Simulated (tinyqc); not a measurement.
Worked calculation: hole subbands of a hard-walled well, four-band Luttinger model. Values are carried at full precision from step to step, so a last printed digit may differ when a step is redone from the rounded ones.

Constants: hbar^2/2m0 = 3.80998211 eV angstrom^2.

Inputs chosen for the exercise (near those of GaSb; the results hold for these values, not for the real material): b = -1.98 eV (shear deformation potential); C11 = 88.3 GPa; C12 = 39.9 GPa; e_par = 0.0082 (strain in the plane); g1 = 13.39 (Luttinger gamma1); g2 = 4.69 (gamma2); L = 65 angstrom (well width along [001]); g3 = 6 (gamma3); k = 0.0758 1/angstrom (wave vector in the plane); N = 4 (sines for each component); kmax = 0.116 1/angstrom (end of the path).

## Shear strain energy

e_perp = -2 (C12/C11) e_par and Zs = b (e_par - e_perp); Zs > 0 lifts the heavy-hole edge by Zs and lowers the light-hole edge by Zs.

e_perp = -0.00741
shear strain energy Zs = -0.03091 eV

## Levels at k = 0

R and S vanish: HHn = c (g1 - 2 g2)(n pi/L)^2 - Zs and LHn = c (g1 + 2 g2)(n pi/L)^2 + Zs, c = hbar^2/2m0, hole energies counted downwards. Sort HH1 to HH4 and LH1, LH2.

Levels:
```
subband,E (eV)
HH1,0.0666
LH1,0.1717
HH2,0.1737
HH3,0.3521
HH4,0.6019
LH2,0.7797
```

The top subband is HH1, 105.1 meV from LH1. In so narrow a gap the light holes are also strongly non-parabolic.

## The matrix at one k

Hole energies are counted downwards from the unstrained band edge, c = hbar^2/2m0. After the usual block transformation one block is H = [[P + Q - Zs, R - i S], [R + i S, P - Q + Zs]] in (heavy, light), with P +/- Q = c [(g1 +/- g2) k^2 + (g1 -/+ 2 g2) kz^2], R = sqrt(3) c gR k^2, S = 2 sqrt(3) c g3 k kz, kz = -i d/dz; axial approximation gR = (g2 + g3)/2. Zs = b (e_par - e_perp) is the shear part of the strain (the hydrostatic part shifts all levels alike and is left out). Basis sqrt(2/L) sin(n pi z/L), n = 1 to N, for each component: kz^2 gives (n pi/L)^2 and the heavy-light block is R delta_nm - 2 sqrt(3) c g3 k D_nm with D_nm = 4 n m/(L (n^2 - m^2)) for n + m odd, 0 otherwise. The other block has the same levels. The split-off band is left out.

Fill in the 2N x 2N matrix, in meV.

H(k) (meV), lower triangle:
```
,h1,h2,h3,h4,l1,l2,l3,l4
h1,462.38
h2,0,569.45
h3,0,0,747.90
h4,0,0,0,997.73
l1,202.66,-246.26,0,-98.50,362.20
l2,246.26,202.66,-443.26,0,0,970.16
l3,0,443.26,202.66,-633.23,0,0,1983.44
l4,98.50,0,633.23,202.66,0,0,0,3402.03
```

## Levels and mixing

Diagonalise; give the four lowest hole energies and the weight of the heavy component (the first half of the basis) in each.

levels (meV): 88.60  197.29  401.95  593.07

heavy weight: 0.421  0.669  0.801  0.751

The most mixed of the four is number 1, with 42 % heavy character. Against 60 sines these levels lie 2.6, 5.0, 28.9 and 68.8 meV too high: the small basis is not converged.

## Dispersion in the plane

N = 20, nine points from 0 to kmax.

Hole energies (meV):
```
k (1/angstrom),E1,E2,E3,E4,heavy weight of 1,heavy weight of 2
0.0000,66.60,171.75,173.67,352.11,1.000,0.000
0.0145,77.07,134.07,227.40,344.97,0.987,0.479
0.0290,90.19,127.10,295.45,331.34,0.692,0.744
0.0435,81.72,161.29,328.75,370.88,0.500,0.861
0.0580,78.33,185.48,349.58,442.28,0.452,0.772
0.0725,83.65,191.82,370.90,509.62,0.423,0.680
0.0870,97.20,194.15,375.61,566.89,0.402,0.617
0.1015,118.25,200.15,373.56,595.71,0.385,0.571
0.1160,146.18,212.45,372.75,602.71,0.372,0.536
```

At small k the hole energy falls in subbands 2 and 4: an electron-like mass, caused by repulsion from a deeper subband. E2 - E1 is smallest, 36.9 meV, at k = 0.0290 of the points listed. The top subband goes from 1.00 to 0.37 in heavy weight.

## Mass of HH1 in the plane

Second order in k: 1/m = g1 + g2 - sum_n 12 c g3^2 D_1n^2/(LHn - HH1) over even n up to 60, with D_1n = 4n/(L (n^2 - 1)) in size, LHn - HH1 = c [(g1 + 2 g2) n^2 - (g1 - 2 g2)](pi/L)^2 + 2 Zs, c = hbar^2/2m0.

LHn - HH1 for n = 2, 4, 6 (meV): 713.1  3145.0  7198.1
terms for n = 2, 4, 6: 3.8847  0.1409  0.0254
sum of all terms = 4.0659
mass without mixing, 1/(g1 + g2) = 0.0553 m0
1/m with mixing = 14.0141 1/m0

Mixing with the light holes takes m from 0.055 to 0.071 m0.

## Checks

- 1/m of HH1 from the full matrix (N = 60) at small k against second order: both 14.014.
- The 2 x 2 block with gR = g2 (k along [100]) for a plane wave (k, 0, pi/L) against the bulk heavy-hole formula, eV: both 0.07147.
- Lowest level at the given k on a real-space grid of 240 points against 60 sines, eV: both 0.0860.

Computed by tinyqc, a small Python program: `OMP_NUM_THREADS=1 python tinyqc.py 1281141 1281142 out.jsonl` (the numbers bound the seed that draws the inputs); one thread of a shared host (Intel(R) Xeon(R) Processor @ 2.30GHz), about 0.1 s for the whole set of steps.
